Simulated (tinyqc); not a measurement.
Gas flow in a process chamber: flow regimes, conductance, effective pumping speed, pump-down, outgassing and purge. Inputs raised by 10 %, one at a time. Computed by tinyqc, a small Python program. Command: `OMP_NUM_THREADS=1 python tinyqc.py 3121414 3121415 out.jsonl pump sens`. One thread of a shared host (Intel(R) Xeon(R) Processor @ 2.30GHz), about 0.01 s of CPU time with the checks.

Ideal gas, isothermal flow, a pump of constant speed at the end of a round pipe; process gas, volume gas and outgassing are given the same properties. 1 sccm = 101325 Pa x 1e-6 m^3/60 s x T/273.15 K.

Inputs (values chosen for the exercise, modelled on nitrogen near room temperature):
```
quantity                     value            unit
molar mass M                 28.01           g/mol
molecular diameter            0.37              nm
viscosity eta                 17.8   micropascal s
temperature T                  293               K
chamber volume V                38               L
wall area                      1.1             m^2
pipe diameter d                 25              cm
pipe length l                  210              cm
pump speed S                  2600             L/s
process gas flow              1200            sccm
outgassing rate after 1 h  8.2e-07  Pa m^3/(s m^2)
outgassing exponent n         0.78               -
target base pressure         9e-05              Pa
```

Constants: k_B = 1.380649e-23 J/K; u = 1.6605390666e-27 kg.

Method:
- Mean speed c = sqrt(8 k_B T/(pi m)); aperture conductance C_a = c pi d^2/16; molecular pipe C_m = C_a/(1 + 3 l/(4 d)) (Dushman form); viscous pipe C_v = pi d^4 p_mean/(128 eta l); Knudsen interpolation C = C_v + C_m (1 + x)/(1 + 1.24 x), x = d p_mean sqrt(m/(k_B T))/eta.
- Effective speed 1/S_eff = 1/S + 1/C_m; time constant V/S_eff; pressure at which the free path k_B T/(sqrt2 pi d_m^2 p) equals d.
- Steady flow: the pump inlet is at p_2 = Q/S, and the chamber pressure p_1 solves Q = C((p_1 + p_2)/2) (p_1 - p_2). Residence time = p_1 V/Q.
- Knudsen number = free path at the mean pressure over d.
- From the outgassing limit: t = 1 h x (q_1 A/(S_eff p_target))^(1/n) - 10 s; monolayer time at the target = 1e19 m^-2 x 4 k_B T/(p c) for unit sticking.

Runs:
```
input moved                                    from        to  chamber pressure p_1 (Pa)  residence time (s)  time to the target (h)  conductance C (L/s)
base run                                          -         -                      1.446             0.02527                0.002416                 3566
molar mass M (g/mol)                          28.01    30.811                      1.450             0.02534                0.002667                 3542
chamber volume V (L)                             38      41.8                      1.446             0.02780                0.002416                 3566
pipe diameter d (cm)                             25      27.5                      1.287             0.02249                0.001232                 4826
pipe length l (cm)                              210       231                      1.494             0.02611                0.002861                 3305
pump speed S (L/s)                             2600      2860                      1.398             0.02444                0.002275                 3408
outgassing rate after 1 h (Pa m^3/(s m^2))  8.2e-07  9.02e-07                      1.446             0.02527                0.003091                 3566
outgassing exponent n                          0.78     0.858                      1.446             0.02527                0.005601                 3566
```

Exponents ln(y'/y) / ln(x'/x):
```
input                      chamber pressure p_1  residence time  time to the target  conductance C
molar mass M                              0.031           0.031               1.035         -0.072
chamber volume V                          0.000           1.000               0.000          0.000
pipe diameter d                          -1.223          -1.223              -7.068          3.174
pipe length l                             0.343           0.343               1.772         -0.797
pump speed S                             -0.352          -0.352              -0.630         -0.477
outgassing rate after 1 h                 0.000           0.000               2.585          0.000
outgassing exponent n                     0.000           0.000               8.821          0.000
```

To which inputs is each result most sensitive?

Among the inputs moved here: chamber pressure p_1 answers most in size to pipe diameter d (exponent -1.223), next to pump speed S (-0.352); its exponent is below 0.0005 for chamber volume V, outgassing rate after 1 h, outgassing exponent n. Residence time answers most in size to pipe diameter d (exponent -1.223), next to chamber volume V (+1.000); its exponent is below 0.0005 for outgassing rate after 1 h, outgassing exponent n. Time to the target answers most in size to outgassing exponent n (exponent +8.821), next to pipe diameter d (-7.068); its exponent is below 0.0005 for chamber volume V. conductance C answers most in size to pipe diameter d (exponent +3.174), next to pipe length l (-0.797); its exponent is below 0.0005 for chamber volume V, outgassing rate after 1 h, outgassing exponent n.
